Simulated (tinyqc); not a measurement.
# Semiconductor laser, carrier and photon rate equations: several studies

Carrier density N and photon density S in one mode: dN/dt = F1 = eta I/(q V) - (A N + B N^2 + C N^3) - vg g S; dS/dt = F2 = G vg g S + G be B N^2 - S/tp, with g = g0 ln(N/Ntr)/(1 + ec S). Output power P = Fo Eph S V/(G tp). No heating, no carrier transport.

Values chosen for this exercise:
```
symbol    value    unit                                      meaning
V       4.5e-12    cm^3                                active volume
G         0.033                                   confinement factor
vg       7.32e9    cm/s                               group velocity
g0         1100    1/cm                             gain coefficient
Ntr      2.5e18   cm^-3                         transparency density
ec      2.1e-17    cm^3                             gain compression
tp          3.1      ps                              photon lifetime
A         6.7e7     1/s             defect recombination coefficient
B       8.6e-11  cm^3/s                        radiative coefficient
C       2.1e-30  cm^6/s                            Auger coefficient
be      0.00076          share of spontaneous emission into the mode
eta         0.8                                 injection efficiency
Fo         0.43                share of cavity losses that is output
Eph        1.27      eV                                photon energy
I            29      mA                                drive current
```

Constants: q = 1.602176634e-19 C. Results are converted to the units shown.

Each table varies one quantity; the others keep the values above.

## Modulation bandwidth against current

gth = 1/(G vg tp), Nth = Ntr exp(gth/g0), Ith = q V (A Nth + B Nth^2 + C Nth^3)/eta. N and S are the steady state (F1 = F2 = 0, S > 0). Jacobian, with a = g0/(N (1 + ec S)) and d = g/(1 + ec S): J11 = -(A + 2 B N + 3 C N^2) - vg a S, J12 = -vg d, J21 = G vg a S + 2 G be B N, J22 = G vg d - 1/tp. wR^2 = det J, gamma = -trace J, fR = wR/(2 pi); the response wR^2/(wR^2 - w^2 + i gamma w) falls to 1/sqrt(2) at w^2 = x + sqrt(x^2 + wR^4), x = wR^2 - gamma^2/2 (f3dB = w/(2 pi)).

The same in every row: Ith (mA) = 7.128.

Modulation bandwidth against current:

| I (mA) | P (mW) | fR (GHz) | gamma (1/ns) | f3dB (GHz) |
|---|---|---|---|---|
| 9.3 | 0.9263 | 1.409 | 4.457 | 2.091 |
| 14 | 2.883 | 2.436 | 7.901 | 3.605 |
| 20 | 5.387 | 3.279 | 12.63 | 4.753 |
| 30 | 9.555 | 4.265 | 20.29 | 5.943 |
| 45 | 15.78 | 5.296 | 31.10 | 6.927 |
| 66 | 24.46 | 6.291 | 44.96 | 7.481 |
| 98 | 37.55 | 7.284 | 63.57 | 7.415 |
| 140 | 54.46 | 8.074 | 84.25 | 6.709 |
| 210 | 81.78 | 8.752 | 111.6 | 5.518 |

What does the comparison show?

As I goes from 9.3 to 210 mA, fR rises from 1.41 to 8.75 GHz, gamma rises from 4.46 to 112 1/ns and f3dB goes from 2.09 through a maximum of 7.48 (at I = 66 mA among the rows listed) to 5.52 GHz. Against I - Ith, fR goes with exponent 0.47 at the start and 0.19 at the end (1/2 without compression). The slope of gamma against fR^2 between the third and fourth rows, the K factor, is 1.03 ns. Damping grows faster than fR, so the bandwidth turns over. For I = 98 to 210 mA the current exceeds 12 Ith, where heating, left out here, usually rolls the output over.

## Effect of the confinement factor on threshold and bandwidth

Same model as above.

Result of one run:

| G | Ith (mA) | P (mW) | fR (GHz) | gamma (1/ns) | f3dB (GHz) |
|---|---|---|---|---|---|
| 0.099 | 1.414 | 11.95 | 11.29 | 69.13 | 14.53 |

What becomes of these results when the confinement factor G is changed from 0.099 to 0.028, all else the same?

Result of the changed run:

| G | Ith (mA) | P (mW) | fR (GHz) | gamma (1/ns) | f3dB (GHz) |
|---|---|---|---|---|---|
| 0.028 | 11.27 | 7.227 | 3.161 | 14.42 | 4.446 |

The whole series:

| G | Ith (mA) | P (mW) | fR (GHz) | gamma (1/ns) | f3dB (GHz) |
|---|---|---|---|---|---|
| 0.028 | 11.27 | 7.227 | 3.161 | 14.42 | 4.446 |
| 0.036 | 5.778 | 9.785 | 4.702 | 22.29 | 6.557 |
| 0.047 | 3.400 | 10.95 | 6.316 | 31.50 | 8.699 |
| 0.06 | 2.355 | 11.47 | 7.864 | 41.58 | 10.66 |
| 0.077 | 1.766 | 11.77 | 9.532 | 54.03 | 12.63 |
| 0.099 | 1.414 | 11.95 | 11.29 | 69.13 | 14.53 |

As G goes from 0.028 to 0.099, Ith falls from 11.3 to 1.41 mA, fR rises from 3.16 to 11.3 GHz, gamma rises from 14.4 to 69.1 1/ns and f3dB rises from 4.45 to 14.5 GHz. For G = 0.06 to 0.099 the current exceeds 12 Ith, where heating, left out here, usually rolls the output over.

## Effect of the photon lifetime on threshold and bandwidth

Same model as above.

Effect of the photon lifetime on threshold and bandwidth:

| tp (ps) | Ith (mA) | P (mW) | fR (GHz) | gamma (1/ns) | f3dB (GHz) |
|---|---|---|---|---|---|
| 2.2 | 20.67 | 3.261 | 2.128 | 10.45 | 2.943 |
| 3.1 | 7.128 | 9.139 | 4.180 | 19.54 | 5.849 |
| 4.4 | 3.420 | 10.94 | 5.283 | 23.92 | 7.443 |
| 6.2 | 2.091 | 11.61 | 6.004 | 27.92 | 8.410 |
| 8.8 | 1.478 | 11.92 | 6.469 | 33.00 | 8.857 |
| 12 | 1.189 | 12.07 | 6.686 | 38.73 | 8.790 |

As tp goes from 2.2 to 12 ps, Ith falls from 20.7 to 1.19 mA, fR rises from 2.13 to 6.69 GHz, gamma rises from 10.5 to 38.7 1/ns and f3dB goes from 2.94 through a maximum of 8.86 (at tp = 8.8 ps among the rows listed) to 8.79 GHz. For tp = 6.2 to 12 ps the current exceeds 12 Ith, where heating, left out here, usually rolls the output over.

Program tinyqc, `OMP_NUM_THREADS=1 python tinyqc.py 2840111 2840112 out.jsonl`; Intel Xeon 2.30GHz, shared host, one thread, about 0.01 s.
